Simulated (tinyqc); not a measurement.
The window in starting coverage: bottom-up copper filling of a trench by curvature-enhanced accelerator coverage. Computed by tinyqc, a small Python program. Command: `OMP_NUM_THREADS=1 python tinyqc.py 3026738 3026739 out.jsonl superfill walk`. One thread of a shared host (Intel(R) Xeon(R) Processor @ 2.30GHz), about 0.05 s of CPU time with the checks.

A rectangular trench keeps vertical walls and a flat floor. An accelerator floats on the surface; where area is lost in the corners it is passed on to the floor.

Inputs (values chosen for the exercise, close to those used for damascene copper plating):
```
quantity                                           value     unit
trench width w                                       180       nm
aspect ratio h/w                                     1.2        -
exchange current of the suppressed surface i_0     0.017  mA/cm^2
exchange current of the accelerated surface i_1     0.88  mA/cm^2
transfer coefficient alpha                          0.53        -
overpotential eta                                   0.14        V
adsorption rate k_a                                    0      1/s
cupric ion concentration C                          0.24    mol/l
diffusivity D                                    5.5e-06   cm^2/s
boundary layer delta                                  53       um
temperature T                                        298        K
```

Constants: e = 1.602176634e-19 C; N_A = 6.02214076e+23 1/mol; k_B = 8.617333262e-05 eV/K.

Method. Kinetic current i_k = [i_0 (1 - theta) + i_1 theta] exp(alpha eta/(k_B T)), limit i_L = 2 F D C/delta, i = 1/(1/i_k + 1/i_L); velocity v = i Omega/(2F), Omega = 7.11 cm^3/mol, F = e N_A. Depletion inside the trench is ignored. Half width x, floor height y, depth h = aspect ratio x w. dx/dt = -v_s, dy/dt = v_b. d theta_b/dt = k_a (1 - theta_b) + [theta_s v_b + theta_b v_s]/x: the floor takes the accelerator of the wall it covers and keeps its own as it narrows. d theta_s/dt = k_a (1 - theta_s). theta_b is capped at 1. Integrate (tolerance 1e-9) until the walls meet (x = 0.02 w/2) or the floor passes the original mouth y = h. Start: x = w/2, y = 0, theta_b = theta_s = theta_0. Height filled = y/h, opening left = x/(w/2).

Outcome:
```
theta_0  v(1)/v(theta_0)  height filled  opening left  time (s)
0.001             37.308         0.5338       0.02000    750.17
0.003             34.043         0.7911       0.02000    684.51
0.010             26.077         1.0000       0.07685    493.93
0.020             19.571         1.0000       0.13891    345.77
0.050             11.254         1.0000       0.19757    185.28
0.100              6.656         1.0000       0.19869    109.44
0.200              3.739         1.0000       0.08275     70.37
0.400              2.075         0.7485       0.02000     41.73
0.800              1.184         0.4791       0.02000     23.80
```

What does the comparison show, and why?

The fill succeeds for theta_0 from 0.01 to 0.2 among these rows, with the widest margin at 0.1. Too little accelerator takes too long to concentrate. Too much speeds the walls as well and removes the contrast.
